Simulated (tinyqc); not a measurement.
# p-n diode with diffusion and depletion-layer recombination: two studies

Abrupt junction in the depletion approximation, low injection, full ionisation, neutral widths fixed, ohmic contact on the p side. Vj is the junction voltage; where a series resistance Rs is given, V = Vj + J Rs is the terminal voltage.

Values chosen for this exercise; band and dielectric values close to those of silicon: temperature T = 300 K; band gap Eg = 1.14 eV; relative permittivity eps_r = 11.8; conduction-band density of states at T Nc = 2.82e19 cm^-3; valence-band density of states at T Nv = 2.67e19 cm^-3; acceptor density Na = 1.5e16 cm^-3; donor density Nd = 3.2e17 cm^-3; electron mobility in the p side mun = 870 cm^2/(V s); hole mobility in the n side mup = 230 cm^2/(V s); electron lifetime tn = 5e-6 s; hole lifetime tp = 3e-6 s; neutral width of the p side wp = 0.21 um; neutral width of the n side wn = 5.2 um; recombination velocity at the n contact Sp = 1e7 cm/s; series resistance Rs = 0.00019 ohm cm^2; trap level above the intrinsic level Et = 0 eV; junction voltage at which recombination is evaluated Vj = 0.56 V.

Constants: q = 1.602176634e-19 C, kB = 1.380649e-23 J/K, Vt = kB T/q, eps0 = 8.8541878128e-14 F/cm where lengths are in cm. Results are converted to the units shown.

Each table varies one quantity; the others keep the values above.

## Currents and ideality against junction voltage

ni = sqrt(Nc Nv) exp(-Eg/(2 Vt)), Eg in volts; D = mu Vt; Ln = sqrt(Dn tn), Lp = sqrt(Dp tp); J0n = q ni^2 Dn coth(wp/Ln)/(Ln Na); J0p = (q ni^2 Dp/(Lp Nd)) (s + tanh(wn/Lp))/(1 + s tanh(wn/Lp)), s = Sp Lp/Dp. J_diff = (J0n + J0p)(exp(Vj/Vt) - 1). Vbi = Vt ln(Na Nd/ni^2), W = sqrt(2 eps0 eps_r (Vbi - Vj)(1/Na + 1/Nd)/q), xp = W Nd/(Na + Nd), xn = W Na/(Na + Nd); u(x) = q Na (x + xp)^2/(2 eps0 eps_r) for x < 0 and Vbi - Vj - q Nd (xn - x)^2/(2 eps0 eps_r) for x > 0; p = Na exp(-u/Vt), n = Nd exp((u - Vbi + Vj)/Vt); U = ni^2 (exp(Vj/Vt) - 1)/(tp (n + ni exp(Et/Vt)) + tn (p + ni exp(-Et/Vt))); J_scr = q times the integral of U from -xp to xn. J = J_diff + J_scr. Ideality = (1/Vt) dVj/d ln J or (1/Vt) dV/d ln J; last column ni^2 exp(Vj/Vt)/N^2.

Currents and ideality against junction voltage:

| Vj (V) | J_diff (A/cm^2) | J_scr (A/cm^2) | J (A/cm^2) | V (V) | ideality against Vj | ideality against V | minority/doping, lighter side |
|---|---|---|---|---|---|---|---|
| 0.21 | 2.051e-6 | 1.986e-8 | 2.071e-6 | 0.2100 | 1.004 | 1.004 | 7.966e-10 |
| 0.27 | 2.089e-5 | 6.781e-8 | 2.096e-5 | 0.2700 | 1.001 | 1.001 | 8.114e-9 |
| 0.32 | 1.445e-4 | 1.891e-7 | 1.447e-4 | 0.3200 | 1.001 | 1.001 | 5.613e-8 |
| 0.38 | 0.001472 | 6.533e-7 | 0.001473 | 0.3800 | 1.000 | 1.000 | 5.717e-7 |
| 0.44 | 0.01499 | 2.292e-6 | 0.01500 | 0.4400 | 1.000 | 1.000 | 5.822e-6 |
| 0.5 | 0.1527 | 8.224e-6 | 0.1527 | 0.5000 | 1.000 | 1.001 | 5.930e-5 |
| 0.56 | 1.555 | 3.050e-5 | 1.555 | 0.5603 | 1.000 | 1.011 | 6.040e-4 |
| 0.62 | 15.84 | 1.178e-4 | 15.84 | 0.6230 | 1.000 | 1.116 | 0.006151 |
| 0.68 | 161.3 | 4.641e-4 | 161.3 | 0.7107 | 1.000 | 2.186 | 0.06265 |

The ideality against Vj stays near 1.00. Diffusion is the larger current in every row. J_scr alone has an ideality of 1.89 between the first two rows and 1.69 between the last two. From Vj = 0.62 V the series resistance raises the terminal ideality by over a tenth; there J Rs = 0.12 Vt.

## Effect of the donor density

Same model as above.

J = J_diff + J_scr.

The same in every row: J0n (A/cm^2) = 6.082e-10; wn/Lp = 0.1231.

Effect of the donor density:

| Nd (cm^-3) | J0p (A/cm^2) | J_diff (A/cm^2) | J_scr (A/cm^2) | J_scr/J (%) |
|---|---|---|---|---|
| 4.2e15 | 2.328e-11 | 1.614 | 7.905e-5 | 0.004897 |
| 1.8e16 | 5.432e-12 | 1.568 | 3.511e-5 | 0.002238 |
| 7.5e16 | 1.304e-12 | 1.558 | 3.061e-5 | 0.001965 |
| 3.2e17 | 3.055e-13 | 1.555 | 3.050e-5 | 0.001961 |
| 1.3e18 | 7.521e-14 | 1.555 | 3.050e-5 | 0.001962 |
| 5.6e18 | 1.746e-14 | 1.555 | 3.051e-5 | 0.001962 |

As Nd goes from 4.2e15 to 5.6e18, J0p falls from 2.33e-11 to 1.75e-14 A/cm^2, J_scr falls from 7.91e-5 to 3.05e-5 A/cm^2 and its share falls from 0.00490 to 0.00196 %. J0p goes as Nd^(-1.00) at the start and Nd^(-1.00) at the end.

tinyqc, about 0.01 s, one thread, Intel Xeon 2.30GHz (shared host): `OMP_NUM_THREADS=1 python tinyqc.py 2260128 2260129 out.jsonl`
